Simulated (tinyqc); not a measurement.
Surface potential of a MOS transistor: implicit equation and explicit approximations: two steps of the calculation.

p-type body, charge-sheet picture, depletion and inversion only, full ionisation (an idealisation for deep acceptors), Boltzmann statistics (rough once Na exp(x - xn) passes about Nc/7). In units of Vt: xg = (Vg - Vfb)/Vt, x = psi/Vt, G = gamma/sqrt(Vt), xn = (2 phiF + Vc)/Vt. The implicit equation is (xg - x)^2 = G^2 [x - 1 + exp(x - xn)] for x above about 3. Cox = eps0 eox/tox.

Parameters, values chosen for the exercise; band and dielectric values close to those of silicon:
```
symbol,value,unit,meaning
T,300,K,temperature
Eg,1.12,eV,band gap
eps_r,11.6,,relative permittivity
Nc,2.84e19,cm^-3,conduction-band density of states at T
Nv,2.62e19,cm^-3,valence-band density of states at T
eox,7.41,,relative permittivity of the gate insulator (close to silicon nitride)
tox,4.9,nm,insulator thickness
Na,2.6e16,cm^-3,acceptor density
Vfb,-0.47,V,flat-band voltage
Vc,0,V,channel-body voltage
Vg,0.82,V,gate-body voltage
```

Constants: q = 1.602176634e-19 C, kB = 1.380649e-23 J/K, Vt = kB T/q, eps0 = 8.8541878128e-14 F/cm where lengths are in cm. Results are converted to the units shown.

Task 1. Scales. ni = sqrt(Nc Nv) exp(-Eg/(2 Vt)), Eg in volts; phiF = Vt ln(Na/ni); gamma = sqrt(2 q eps0 eps_r Na)/Cox; VT = Vfb + Vt (xn + G sqrt(xn - 1)).

Wanted: phiF; gamma; G; xn; VT; xg.

Result 1.

phiF = 0.38018 V
gamma = 0.069086 V^0.5
G = 0.42968
xn = 29.412
VT = 0.34957 V
xg = 49.899

Task 2. New x. D = exp(x - xn), f = (xg - x)^2 - G^2 (x - 1 + D), f' = -2 (xg - x) - G^2 (1 + D), x(new) = x - f/f'.

x after iteration 1 = 45.990001
G = 0.42967719
xn = 29.412068
xg = 49.899428

Find: D; f; f'; x after iteration 2.

Result 2.

D = 1.5838e7
f = -2.9241e6
f' = -2.9241e6
x after iteration 2 = 44.990

Program tinyqc, `OMP_NUM_THREADS=1 python tinyqc.py 2122118 2122119 out.jsonl`; Intel Xeon 2.30GHz, shared host, one thread, about 0.01 s.
